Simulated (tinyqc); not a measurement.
Inside a calculation. Model: Weibull analysis of times to dielectric breakdown, with area scaling.

Computed by the program tinyqc: `OMP_NUM_THREADS=1 python tinyqc.py 2070147 2070148 out.jsonl`, one thread of a shared Intel Xeon 2.30GHz, about 0.01 s for the whole run. Printed values are rounded.

Breakdown times follow F(t) = 1 - exp(-(t/t63)^beta). The 8 times below were drawn at random from beta = 2.9, t63 = 1300 s and are treated as data; all samples failed.

Parameters, values chosen for the exercise:
```
symbol,value,unit,meaning
A1,4.5,um^2,area of a test capacitor
A2,6.6e5,um^2,gate area of the product
Fp,0.0001,,allowed share of failed products
```

## Median ranks and the Weibull scale

| i | t (s) |
|---|---|
| 1 | 245 |
| 2 | 750 |
| 3 | 802 |
| 4 | 1210 |
| 5 | 1270 |
| 6 | 1360 |
| 7 | 1440 |
| 8 | 1480 |

F_i = (i - 0.3)/(n + 0.4) for the sorted times, W_i = ln(-ln(1 - F_i)).

| i | F | W | ln t |
|---|---|---|---|
| 1 | 0.0833333 | -2.441716 | 5.501258 |
| 2 | 0.2023810 | -1.486671 | 6.620073 |
| 3 | 0.3214286 | -0.947354 | 6.687109 |
| 4 | 0.4404762 | -0.543574 | 7.098376 |
| 5 | 0.5595238 | -0.198574 | 7.146772 |
| 6 | 0.6785714 | 0.126615 | 7.215240 |
| 7 | 0.7976190 | 0.468505 | 7.272398 |
| 8 | 0.9166667 | 0.910235 | 7.299797 |

## Straight-line fit

W = ln(-ln(1 - F)) is the Weibull ordinate of each ranked failure. Least squares of W on ln t: beta = sum (x - mean x)(W - mean W)/sum (x - mean x)^2 with x = ln t, and ln t63 = mean x - mean W/beta.

beta = 1.666576
t63 = 1291.533 s

beta is 43 % below the value that made the data and t63 0.65 % below it.

## Iteration 1: likelihood estimate of beta

beta at the start = 1.7

Maximum likelihood: a(beta) = 1/beta with a = sum t^beta ln t/sum t^beta - mean ln t. Newton step: beta(new) = beta - [a - 1/beta]/[v + 1/beta^2], v the variance of ln t under the weights t^beta.

beta after iteration 1 = 2.471874

## Iteration 2: likelihood estimate of beta

As before.

beta after iteration 2 = 2.943580

## Course of the iteration

Stop when beta changes by less than 1e-9, or after 40 iterations.

Course of the iteration:

| iteration | beta | change |
|---|---|---|
| 1 | 2.471874 | 0.772 |
| 2 | 2.943580 | 0.472 |
| 3 | 3.044551 | 0.101 |
| 4 | 3.047960 | 3.41e-3 |
| 5 | 3.047964 | 3.65e-6 |
| 6 | 3.047964 | 4.17e-12 |

Converged in 6 iterations.

## Scale parameter and projection to the product

converged beta = 3.047964

t63 = (mean of t^beta)^(1/beta). Defects are spread at random, so -ln(1 - F) is proportional to the area: t63(A2) = t63 (A1/A2)^(1/beta), and the time to the share Fp is t63(A2) (-ln(1 - Fp))^(1/beta).

t63 = 1192.885 s
t63 of the product = 24.07619 s
time to Fp = 1.172853 s
decades lost against t63 = 3.007355

The straight-line values give 0.00408 s for the time to Fp and the values that made the data 0.898 s: with 8 samples beta is uncertain by about 0.78/sqrt(n) = 28 %, and the projection hangs on 1/beta.
